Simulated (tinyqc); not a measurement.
Hot carriers by balance equations with a heated Maxwellian: one step, computed by the program tinyqc.

The carriers follow a Maxwellian at an electron temperature T_e, slightly displaced; the drift energy is neglected against k_B T_e. The balance averages the rate, not the time, so mu_0 lies below the relaxation-time value.

Question. Equilibrium values. Parabolic band: E = hbar^2 k^2/(2 m), speed v = hbar k/m, states per spin, volume and energy g(E) = m k/(2 pi^2 hbar^2). Masses are multiplied by m_0 and all formulas are in SI units. Phonon occupation N_q = 1/(exp(hbar w/(k_B T)) - 1). Acoustic deformation potential (elastic, equipartition, absorption and emission together): 1/tau = 2 pi k_B T D_A^2 g(E)/(hbar rho v_l^2). Optical or intervalley deformation potential: 1/tau = (pi Z_f D_o^2/(rho w)) [N_q g(E + hbar w) + (N_q + 1) g(E - hbar w)], with g = 0 below the band edge. Averages over the Maxwellian, <y> = int y x^(1/2) exp(-x) dx / int x^(1/2) exp(-x) dx with x = E/(k_B T_e), split at x_0 = hbar w/(k_B T_e): 64 Gauss-Legendre points in sqrt(x) below it and 128 in sqrt(x - x_0) above it, up to x = 32. Momentum balance: mu(T_e) = e/(m nu), nu = <x (sum of rates)>/<x>. Power lost per carrier: P(T_e) = hbar w <emission rate - absorption rate> + <(2 m v_l^2/(k_B T)) (E - 2 k_B T) acoustic rate>. Energy relaxation time at weak heating: tau_E = (3/2) k_B / (dP/dT_e), the derivative by a central difference of +/- 0.5 K at T_e = T.

Inputs (values chosen for the exercise, modelled on holes in silicon):

| quantity | value | unit |
|---|---|---|
| effective mass m | 0.489 | m_0 |
| density rho | 2329 | kg/m^3 |
| sound velocity v_l | 9160 | m/s |
| acoustic deformation potential D_A | 6 | eV |
| phonon energy hbar w | 62 | meV |
| optical or intervalley deformation potential D_o | 8.2 | 1e8 eV/cm |
| final valleys Z_f | 1 | - |
| lattice temperature T | 500 | K |

Band: parabolic. Solver: damped fixed point.

Constants: k_B = 8.617333262e-05 eV/K; k_B = 1.380649e-23 J/K; e = 1.602176634e-19 C; hbar = 1.054571817e-34 J s; m_0 = 9.1093837015e-31 kg; hbar = 6.582119569e-16 eV s.

Give: low-field mobility mu_0; energy relaxation time tau_E.

Answer.

low-field mobility mu_0 = 332.8 cm^2/(V s)

energy relaxation time tau_E = 0.3648 ps

tau_E is 3.94 times the momentum relaxation time m mu_0/e: energy is lost more slowly than direction, which is why carriers heat.
